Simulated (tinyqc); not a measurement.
From one set of inputs to another, one input at a time: dopants and charged point defects at anneal temperature: Fermi-level effect, clustering and pairing. Computed by tinyqc, a small Python program. Command: `OMP_NUM_THREADS=1 python tinyqc.py 3018848 3018849 out.jsonl pairing ladder`. One thread of a shared host (Intel(R) Xeon(R) Processor @ 2.30GHz), about 0.04 s of CPU time with the checks.

Boltzmann statistics and full ionisation of active dopants. Energies are counted from the valence band; the defect (a vacancy or self-interstitial) has five charge states, with all degeneracy factors one.

The inputs printed are set A. Inputs not listed in the table keep their values of set A, so the rows need not describe a real material.

Inputs (values chosen for the exercise, with bands modelled on InP):

| quantity | value | unit |
|---|---|---|
| gap at 0 K E_g0 | 1.4 | eV |
| Varshni alpha | 0.000361 | eV/K |
| Varshni beta | 166 | K |
| electron mass m_e | 0.0788 | m_0 |
| valleys M_c | 1 | - |
| hole mass m_h | 0.605 | m_0 |
| anneal temperature T | 1070 | K |
| total dopant density N | 7e+19 | cm^-3 |
| formation enthalpy of the neutral defect H_f | 3.79 | eV |
| formation entropy S_f | 3.2 | k_B |
| site density N_s | 4.7e+22 | cm^-3 |
| intrinsic dopant diffusivity D_i | 1.6e-15 | cm^2/s |
| anneal time t | 40 | s |
| dopant atoms per cluster k | 3 | - |
| cluster binding energy E_b | 2.05 | eV |

Dopant: donor. Second part: clustering of the dopant.

defect levels as fractions of E_g(T): (2+/+), (+/0), (0/-), (-/2-): 0.12  0.12  0.46  0.63

Constants: m_0 = 9.1093837015e-31 kg; k_B = 1.380649e-23 J/K; h = 6.62607015e-34 J s; k_B = 8.617333262e-05 eV/K.

Method:
- E_g = E_g0 - alpha T^2/(T + beta).
- N_c = 2 M_c (2 pi m_e k_B T/h^2)^(3/2) and N_v = 2 (2 pi m_h k_B T/h^2)^(3/2), masses in units of m_0.
- n_i = sqrt(N_c N_v) exp(-E_g/2 k_B T); E_i = E_g/2 + (k_B T/2) ln(N_v/N_c).
- n = A/2 + sqrt(A^2/4 + n_i^2) for an active density A.
- k ionised dopants and k carriers form one neutral cluster: C = N_s (A/N_s)^k (n/N_b)^k exp(E_b/k_B T), N_b the effective density of states of the majority band, and N = A + k C (60 bisections in ln A between ln N - 90 and ln N).
- chi = n/n_i (for acceptors n_i/p); E_F = E_i + k_B T ln chi; field enhancement h = 1 + A/sqrt(A^2 + 4 n_i^2).
- C_0 = N_s exp(S_f/k_B) exp(-H_f/k_B T). Ratios to the neutral state at E_F = E_i: r_+ = exp((E(+/0) - E_i)/k_B T), r_2+ = r_+ exp((E(2+/+) - E_i)/k_B T), r_- = exp((E_i - E(0/-))/k_B T), r_2- = r_- exp((E_i - E(-/2-))/k_B T); at other E_F state q scales as chi^(-q). The enhancement is sum r_q chi^(-q)/sum r_q. The charge on the defects is left out of neutrality.
- If every charge state of the defect carries the dopant equally well, D = D_i x enhancement x h x (active share A/N, a rough stand-in that overstates the dA/dN which immobile clusters call for), D_i being an input held fixed when T or H_f is moved; diffusion length 2 sqrt(D t).

Each row keeps all changes above it:

| input moved | from | to | active density A (cm^-3) | enhancement over intrinsic | diffusion length (nm) |
|---|---|---|---|---|---|
| set A | - | - | 2.8797e+18 | 1.4086e+03 | 54.5 |
| cluster binding energy E_b (eV) | 2.05 | 0.693 | 3.0625e+19 | 1.5664e+05 | 1873.1 |
| gap at 0 K E_g0 (eV) | 1.4 | 0.686 | 3.0531e+19 | 1.0402e+02 | 48.0 |
| formation enthalpy of the neutral defect H_f (eV) | 3.79 | 2.36 | 3.0531e+19 | 1.0402e+02 | 48.0 |
| anneal time t (s) | 40 | 200 | 3.0531e+19 | 1.0402e+02 | 107.4 |
| total dopant density N (cm^-3) | 7e+19 | 2.1e+18 | 2.1000e+18 | 1.9784e+00 | 18.7 |
| intrinsic dopant diffusivity D_i (cm^2/s) | 1.6e-15 | 1.4e-15 | 2.1000e+18 | 1.9784e+00 | 17.5 |

Which inputs carry the difference?

Active density A goes from 2.88e18 to 2.10e18, a factor 0.729 in all. The largest single move comes from total dopant density N (a factor 0.0688), and cluster binding energy E_b works against it (a factor 10.6). Enhancement over intrinsic goes from 1410 to 1.98, a factor 0.00140 in all. The largest single move comes from gap at 0 K E_g0 (a factor 6.64e-4), and cluster binding energy E_b works against it (a factor 111). Diffusion length goes from 54.5 to 17.5, a factor 0.321 in all. The largest single move comes from gap at 0 K E_g0 (a factor 0.0256), and cluster binding energy E_b works against it (a factor 34.4). The single moves hold for this order of the switches; the total does not depend on the order.

Caution (rows cluster binding energy E_b, gap at 0 K E_g0, formation enthalpy of the neutral defect H_f, anneal time t, total dopant density N, intrinsic dopant diffusivity D_i): the carrier density exceeds the effective density of states, where Boltzmann statistics understate the shift of E_F and so the density of charged defects (gap narrowing, also left out, works the other way). Caution (rows cluster binding energy E_b): so large an enhancement assumes that highly charged defects carry the dopant as well as neutral ones; measured enhancements are far smaller.

Extremes, crossings and ranges named in words are read from the listed rows.
